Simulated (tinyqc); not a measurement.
Penn model of the dielectric constant and Phillips ionicity: sweeps and comparisons. A value that a table varies takes the place of the one given here.

n = 32/a^3; Ep^2 = 8 pi c e2 n with c = hbar^2/2m0, e2 = e^2/(4 pi eps0); EF = c (3 pi^2 n)^(2/3); eps = 1 + (Ep/Eg)^2 S with S = 1 - Eg/(4 EF) + (Eg/(4 EF))^2/3, Eg the Penn gap. Core d shells are left out.

Phillips: bond length d = sqrt(3) a/4; homopolar gap Eh = 39.74 d^(-2.48) eV (d in angstrom); Eg^2 = Eh^2 + C^2; ionicity fi = C^2/Eg^2.

Constants: hbar^2/2m0 = 3.80998211 eV angstrom^2; e^2/(4 pi eps0) = 14.39964547 eV angstrom.

Values chosen for the exercise (out of a larger set: near those of Si; not measured data): a = 5.426 angstrom (cubic lattice constant, 32 valence electrons a cell); C0 = 0 eV (ionic gap, held fixed); ei = 12.17 (high-frequency dielectric constant).

## Dielectric constant under pressure

The lattice constant is scaled by the factor listed; C = C0.

Results:

| factor | Eh (eV) | Eg (eV) | Ep (eV) | eps | fi |
|---|---|---|---|---|---|
| 0.94 | 5.570 | 5.570 | 18.236 | 10.697 | 0.000 |
| 0.96 | 5.286 | 5.286 | 17.669 | 11.116 | 0.000 |
| 0.98 | 5.023 | 5.023 | 17.131 | 11.544 | 0.000 |
| 0.99 | 4.898 | 4.898 | 16.872 | 11.761 | 0.000 |
| 1.00 | 4.777 | 4.777 | 16.619 | 11.980 | 0.000 |
| 1.01 | 4.661 | 4.661 | 16.373 | 12.202 | 0.000 |
| 1.02 | 4.548 | 4.548 | 16.133 | 12.426 | 0.000 |
| 1.04 | 4.335 | 4.335 | 15.670 | 12.880 | 0.000 |

What can be read from the table?

d ln eps/d ln a = +1.84 around factor 1: eps falls under compression. Ep^2 goes as a^-3 and Eh^2 as a^-4.96; with C fixed Eg^2 goes as a^-4.96 at fi = 0.000, and leaving S aside the two powers balance at fi = 0.395. The slope is a difference of two powers and the model omits d shells and any change of C, so it is no prediction for a real crystal; eps from C0 (row 1.00) need not match a measured ei.

## What moves the Penn gap and the ionicity

Eg from ei; fi = 1 - (Eh/Eg)^2, printed even where negative. Each row changes one parameter from the base and keeps the others.

Results:

| case | Ep (eV) | Eg (eV) | Eh (eV) | fi |
|---|---|---|---|---|
| base | 16.619 | 4.739 | 4.777 | -0.016 |
| a = 5.535 angstrom | 16.131 | 4.597 | 4.548 | 0.022 |
| ei = 10.95 | 16.619 | 5.007 | 4.777 | 0.090 |

What does this show?

The largest shifts from the base row, up to three for each result and ties (the steps differ in size, so this ranks the rows, not the parameters). Ep (eV): a -0.488; unchanged at the printed digits by ei. Eg (eV): ei +0.268, a -0.141. Eh (eV): a -0.230; unchanged at the printed digits by ei. fi: ei +0.106, a +0.038. For an elemental crystal fi should vanish; the values measure the misfit of the rule for Eh.

(tinyqc, `OMP_NUM_THREADS=1 python tinyqc.py 1651245 1651246 out.jsonl`, Intel(R) Xeon(R) Processor @ 2.30GHz, 1 thread, shared host, about 0.01 s.)
